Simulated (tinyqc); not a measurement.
Metal-interlayer-semiconductor contact, depinning against tunnelling resistance: one step of the calculation.

Zero bias, n-type semiconductor. Gap states at the semiconductor surface thin out as exp(-be ti), which unpins the barrier; electrons must then cross the interlayer (a rectangular barrier, no voltage drop across it) and the parabolic depleted layer, both by WKB. Energies E are counted from the Fermi level; no image force, parabolic bands.

Problem. Exponents and integrand on an energy grid. With U = phiB - xi: for xi < E < phiB, y = (E - xi)/U and G1 = (U/E00) [sqrt(1 - y) - y ln((1 + sqrt(1 - y))/sqrt(y))], G1 = 0 above phiB; G2 = 2 ti sqrt(mi max(phiB + dE - E, 0)/C), C = hbar^2/(2 m0); f = 1/(1 + exp(E/Vt)); integrand exp(-G1 - G2) f.

Values chosen for this exercise; semiconductor values close to those of 4H silicon carbide; interlayer mass of the order of that in lanthanum oxide, offset chosen freely: temperature T = 300 K; interlayer thickness ti = 1.6 nm; conduction-band offset of the interlayer above the semiconductor dE = 2.07 eV; tunnelling mass in the interlayer mi = 0.29 m0.

Constants: q = 1.602176634e-19 C, kB = 1.380649e-23 J/K, hbar = 1.054571817e-34 J s, m0 = 9.1093837015e-31 kg, Vt = kB T/q, hbar^2/(2 m0) = 0.0380998212 eV nm^2. Results are converted to the units shown.

| point | E (eV) |
|---|---|
| 0 | 0.03 |
| 1 | 0.05286 |
| 2 | 0.07571 |
| 3 | 0.09857 |
| 4 | 0.12143 |
| 5 | 0.14429 |
| 6 | 0.16714 |
| 7 | 0.19 |
| 8 | 0.21286 |
| 9 | 0.23571 |
| 10 | 0.25857 |
| 11 | 0.28143 |
| 12 | 0.30429 |
| 13 | 0.32714 |
| 14 | 0.35 |

phiB = 0.32104792 eV
xi = 0.022292524 eV
E00 = 0.033251593 eV

Give: G1; G2; f; integrand.

Solution.

| point | G1 | G2 | f | integrand (1e-10) |
|---|---|---|---|---|
| 0 | 8.285 | 13.57 | 0.2386 | 0.773 |
| 1 | 6.852 | 13.50 | 0.1146 | 1.661 |
| 2 | 5.723 | 13.43 | 0.05076 | 2.432 |
| 3 | 4.760 | 13.37 | 0.02161 | 2.897 |
| 4 | 3.919 | 13.30 | 0.009039 | 3.006 |
| 5 | 3.175 | 13.23 | 0.003753 | 2.809 |
| 6 | 2.515 | 13.17 | 0.001554 | 2.406 |
| 7 | 1.931 | 13.10 | 6.425e-4 | 1.909 |
| 8 | 1.418 | 13.03 | 2.655e-4 | 1.410 |
| 9 | 0.974 | 12.96 | 1.097e-4 | 0.973 |
| 10 | 0.599 | 12.89 | 4.531e-5 | 0.626 |
| 11 | 0.297 | 12.82 | 1.871e-5 | 0.375 |
| 12 | 0.080 | 12.75 | 7.729e-6 | 0.206 |
| 13 | 0.000 | 12.68 | 3.194e-6 | 0.099 |
| 14 | 0.000 | 12.61 | 1.319e-6 | 0.044 |

Program tinyqc, `OMP_NUM_THREADS=1 python tinyqc.py 2270045 2270046 out.jsonl`; Intel Xeon 2.30GHz, shared host, one thread, about 0.02 s.
